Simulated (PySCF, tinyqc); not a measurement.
Worked calculation: coupled-perturbed Hartree-Fock on RHF in the sto-6g basis, for H6, spin multiplicity 1. The lowest restricted solution is unstable here: a spin-polarised one lies 0.0033 hartree lower (PySCF). The polarisability along this axis is zero because the basis has no function that the field can mix in; the real value is not. One step of it, computed by the program tinyqc.

Task: Iteration 9 (converged): orbitals. Diagonalise F' = X^T F X, C = X C', fill 3 alpha and 3 beta electrons from the bottom; D = 2 C_occ C_occ^T. Each column has its largest component positive (the first on a tie).

converged F (hartree):
```
,1H 1s,2H 1s,3H 1s,4H 1s,5H 1s,6H 1s
1H 1s,-0.214367,-0.427326,-0.073794,0.005692,0.001386,-0.003885
2H 1s,-0.427326,-0.253214,-0.239263,-0.072926,-0.005205,0.001388
3H 1s,-0.073794,-0.239263,-0.254624,-0.426451,-0.073049,0.005702
4H 1s,0.005692,-0.072926,-0.426451,-0.254736,-0.239616,-0.073917
5H 1s,0.001386,-0.005205,-0.073049,-0.239616,-0.253329,-0.427321
6H 1s,-0.003885,0.001388,0.005702,-0.073917,-0.427321,-0.214368
```

X:
```
,1,2,3,4,5,6
1H 1s,-0.387629,-0.614467,-0.563356,0.441682,0.385933,0.207568
2H 1s,0.631050,0.722954,0.350472,0.232742,0.415309,0.307140
3H 1s,-0.830059,-0.244705,0.530223,-0.422338,0.135651,0.386910
4H 1s,0.830837,-0.243702,-0.529989,-0.422023,-0.135383,0.387151
5H 1s,-0.632654,0.721802,-0.350673,0.232973,-0.414665,0.307715
6H 1s,0.388594,-0.613485,0.563720,0.442095,-0.385342,0.207967
```

Give: F' = X^T F X; orbital energies; coefficients C; D after iteration 9.

Result:

F' = X^T F X (hartree):
```
,1,2,3,4,5,6
1,0.643,0.000,0.012,0.000,-0.031,0.000
2,0.000,0.420,0.000,-0.054,0.000,0.014
3,0.012,0.000,0.212,0.000,0.019,0.000
4,0.000,-0.054,0.000,-0.358,0.000,0.002
5,-0.031,0.000,0.019,0.000,-0.470,0.000
6,0.000,0.014,0.000,0.002,0.000,-0.551
```

orbital energies (hartree): MO1 -0.551, MO2 -0.472, MO3 -0.361, MO4 0.212, MO5 0.424, MO6 0.644

coefficients C:
```
,MO1,MO2,MO3,MO4,MO5,MO6
1H 1s,0.210,0.391,-0.402,-0.541,-0.640,-0.414
2H 1s,0.293,0.423,-0.286,0.345,0.710,0.629
3H 1s,0.397,0.097,0.432,0.556,-0.209,-0.819
4H 1s,0.397,-0.097,0.432,-0.556,-0.209,0.819
5H 1s,0.293,-0.422,-0.287,-0.346,0.709,-0.630
6H 1s,0.211,-0.390,-0.402,0.542,-0.639,0.414
```

D after iteration 9:
```
,1H 1s,2H 1s,3H 1s,4H 1s,5H 1s,6H 1s
1H 1s,0.717,0.684,-0.104,-0.256,0.024,0.107
2H 1s,0.684,0.693,0.067,-0.097,-0.021,0.024
3H 1s,-0.104,0.067,0.707,0.669,-0.097,-0.256
4H 1s,-0.256,-0.097,0.669,0.707,0.067,-0.104
5H 1s,0.024,-0.021,-0.097,0.067,0.692,0.684
6H 1s,0.107,0.024,-0.256,-0.104,0.684,0.717
```
